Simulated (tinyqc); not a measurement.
Inside a calculation. Model: scattering of inversion-layer electrons by surface optical phonons of the gate insulator (remote phonon scattering). Computed by tinyqc, a small Python program that keeps every step. Command: `OMP_NUM_THREADS=1 python tinyqc.py 3110411 3110412 out.jsonl sophonon walk`. One thread of a shared host (Intel(R) Xeon(R) Processor @ 2.30GHz), about 0.02 s of CPU time with the checks. Intermediate numbers are printed to about 7 digits and carried at full precision; extremes and crossings named in words are read from the listed rows.

One subband with the Fang-Howard envelope; insulator and channel are half-spaces, the gate is far away, and an interlayer only moves the polar surface away by t (its own modes and its permittivity contrast are left out).

Inputs (values chosen for the exercise, modelled on Al2O3 on silicon):

| quantity | value | unit |
|---|---|---|
| static constant of the insulator eps_0s | 12.8 | - |
| intermediate constant eps_i | 7.21 | - |
| optical constant eps_inf | 3.25 | - |
| hbar omega_TO1 | 48.6 | meV |
| hbar omega_TO2 | 71.1 | meV |
| constant of the channel eps_s | 11.7 | - |
| in-plane mass m | 0.183 | m_0 |
| valleys g_v | 2 | - |
| sheet density n | 7.7e+12 | 1/cm^2 |
| mean distance of the electrons z0 = 3/b | 2.7 | nm |
| interlayer thickness t | 0 | nm |
| temperature T | 350 | K |
| electron energy E | 100 | meV |
| mobility from other processes | 250 | cm^2/(V s) |

Screening by the channel electrons: static.

Constants: k_B = 8.617333262e-05 eV/K; hbar^2/(2 m_0) = 3.80998212 eV angstrom^2; e^2/(4 pi eps_0) = 14.39964548 eV angstrom; hbar = 6.582119569e-16 eV s; e = 1.602176634e-19 C; m_0 = 9.1093837015e-31 kg.

## Surface modes and strengths

eps(w) = eps_inf + (eps_0s - eps_i) w1^2/(w1^2 - w^2) + (eps_i - eps_inf) w2^2/(w2^2 - w^2). Surface modes solve eps(w) + eps_s = 0, a quadratic in w^2; the strength of a mode is g = 2/(w d eps/dw). Occupation N = 1/(exp(hbar w/(k_B T)) - 1).

hbar omega_SO (meV): 1 53.90821, 2 82.05657

strengths g: 1 0.00703293, 2 0.01904038

occupations N: 1 0.2010572, 2 0.0704713

hbar omega g (2 N + 1) (meV): 1 0.531587, 2 1.782595

The upper mode has the larger hbar omega g N, the prefactor of absorption before the dependence on q: 0.0762 and 0.110 meV.

## The electron gas

Density of states D = g_v m/(pi hbar^2); eta = E_F/(k_B T) = ln(exp(n/(D k_B T)) - 1); screening wave number q_s = e^2 D/(2 eps_0 eps_avg) x 1/(1 + exp(-eta)), eps_avg = (eps_s + eps_inf)/2; b = 3/z0.

D = 1.528897e+14 1/(eV cm^2)

eta = 1.461228

q_s = 1.502122 1/nm

b = 1.111111 1/nm

## Squared matrix elements

For a mode of strength g, without the occupation factor, Area x |M(q)|^2 = e^2 hbar w g/(2 eps_0 q) x (b/(b + q))^6 exp(-2 q t) / (1 + (q_s/q) H(q))^2, H = (1 + 9 x/8 + 3 x^2/8)/(1 + x)^3, x = q/b.

Area x |M|^2 (meV^2 nm^2):

| q (1/nm) | (b/(b + q))^6 | exp(-2 q t) | mode 1 | mode 2 |
|---|---|---|---|---|
| 0.05 | 0.7678957 | 1 | 64.0519 | 263.9549 |
| 0.10 | 0.5962673 | 1 | 107.2637 | 442.0291 |
| 0.20 | 0.3704315 | 1 | 147.9792 | 609.8155 |
| 0.30 | 0.2383294 | 1 | 150.6061 | 620.6410 |
| 0.50 | 0.1075950 | 1 | 112.7072 | 464.4614 |
| 0.80 | 0.0386215 | 1 | 54.7203 | 225.4999 |
| 1.20 | 0.0123487 | 1 | 18.8358 | 77.6214 |

## Rates at the energy E

Approximate momentum relaxation rate, taking tau v alike in the initial and final states: 1/tau = (m/(2 pi hbar^3)) sum over modes and over absorption (N, E' = E + hbar w) and emission (N + 1, E' = E - hbar w > 0) of [(1 - f(E'))/(1 - f(E))] int_0^(2 pi) Area |M(q)|^2 (1 - cos theta) d theta, q^2 = k^2 + k'^2 - 2 k k' cos theta, f the Fermi function; 48 midpoints in theta from 0 to pi.

rates (1/ps): mode 1 absorption 0.0155026, mode 1 emission 0.0969674, mode 2 absorption 0.0196118, mode 2 emission 0.2664825

tau at E = 2509.005 fs

## Mobility

mu = (e/m) int tau E f (1 - f) dE/(k_B T int f dE), by 300 midpoints from 0 to (max(eta, 0) + 14) k_B T; Matthiessen sum with the other processes.

remote-phonon mobility = 44666.74 cm^2/(V s)

total mobility = 248.6085 cm^2/(V s)

loss of mobility = 0.5565854 %

Caution: a relaxation time is only an approximation for inelastic scattering, and static or no screening brackets the true dynamic screening only roughly.

## What an interlayer buys

The formulas are those given above.

Against the interlayer thickness:

| t (nm) | remote-phonon mobility (cm^2/(V s)) | total (cm^2/(V s)) |
|---|---|---|
| 0.0 | 44667 | 248.6085 |
| 0.3 | 74928 | 249.1686 |
| 0.6 | 122830 | 249.4922 |
| 1.0 | 228856 | 249.7272 |
| 1.5 | 470380 | 249.8672 |
| 2.0 | 912140 | 249.9315 |
| 3.0 | 2972319 | 249.9790 |

1 nm of interlayer raises the remote-phonon mobility by a factor 5.12, as exp(2 q t) with an effective q of 0.82 per nm; between 2 and 3 nm the effective q is 0.59. The total goes from 249 to 250 over the first nanometre.

Checks made by the program: sum of strengths against 1/(eps_s + eps_inf) - 1/(eps_s + eps_0s) (relative difference below 1e-10).
